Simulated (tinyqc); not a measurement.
Dopants and charged point defects at anneal temperature: Fermi-level effect, clustering and pairing: one step, computed by the program tinyqc. Command: `OMP_NUM_THREADS=1 python tinyqc.py 3011011 3011012 out.jsonl pairing walk`. One thread of a shared host (Intel(R) Xeon(R) Processor @ 2.30GHz), about 0.01 s of CPU time with the checks.

Boltzmann statistics and full ionisation of active dopants. Energies are counted from the valence band; the defect (a vacancy or self-interstitial) has five charge states, with all degeneracy factors one.

Task: Carrier density and Fermi level. n = A/2 + sqrt(A^2/4 + n_i^2) for an active density A. chi = n/n_i (for acceptors n_i/p); E_F = E_i + k_B T ln chi; field enhancement h = 1 + A/sqrt(A^2 + 4 n_i^2).

Inputs (values chosen for the exercise, with bands modelled on silicon): anneal temperature T = 960 K.

Dopant: donor. Second part: pairing with a mobile impurity.

active density A = 2.10e+20 cm^-3

n_i = 5.970509e+17 cm^-3

E_i = 0.4309243 eV

k_B T = 0.08272640 eV

Give: n; chi; E_F; field enhancement h.

Result:

n = 2.1000e+20 cm^-3

chi = 351.73

E_F = 0.91594 eV

field enhancement h = 2.0000

The doping is 352 n_i: extrinsic conditions. Caution: the carrier density exceeds the effective density of states, where Boltzmann statistics understate the shift of E_F and so the density of charged defects (gap narrowing, also left out, works the other way).
